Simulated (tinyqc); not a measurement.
Thickness and doping from the maximum and minimum capacitance.

Question. A MOS capacitor has Cmax = Cox = eps0 eox/tox and 1/Cmin = 1/Cox + Wm/(eps0 eps_r), with Wm = sqrt(4 eps0 eps_r Vt ln(N/ni)/(q N)) and N well above ni. Find tox, Wm and N.

Parameters, values chosen for the exercise; band and dielectric values close to those of silicon: temperature T = 273 K; relative permittivity eps_r = 11.9; relative permittivity of the gate insulator (close to zirconium oxide) eox = 25.3.

Constants: q = 1.602176634e-19 C, kB = 1.380649e-23 J/K, Vt = kB T/q, eps0 = 8.8541878128e-14 F/cm where lengths are in cm. Results are converted to the units shown.

Cmax = 3.3941053 uF/cm^2
Cmin = 0.30549522 uF/cm^2
ni = 1.3401293e9 cm^-3

Solution. Cmax gives tox and the series difference Wm. N follows by iterating N = 4 eps0 eps_r Vt ln(N/ni)/(q Wm^2); ln(N/ni)/N falls steadily for N > e ni, so there is one root in that range.

tox = 6.60 nm
Wm = 31.4 nm
N = 1.30e18 cm^-3

tinyqc, about 0.01 s, one thread, Intel Xeon 2.30GHz (shared host): `OMP_NUM_THREADS=1 python tinyqc.py 2060080 2060081 out.jsonl`
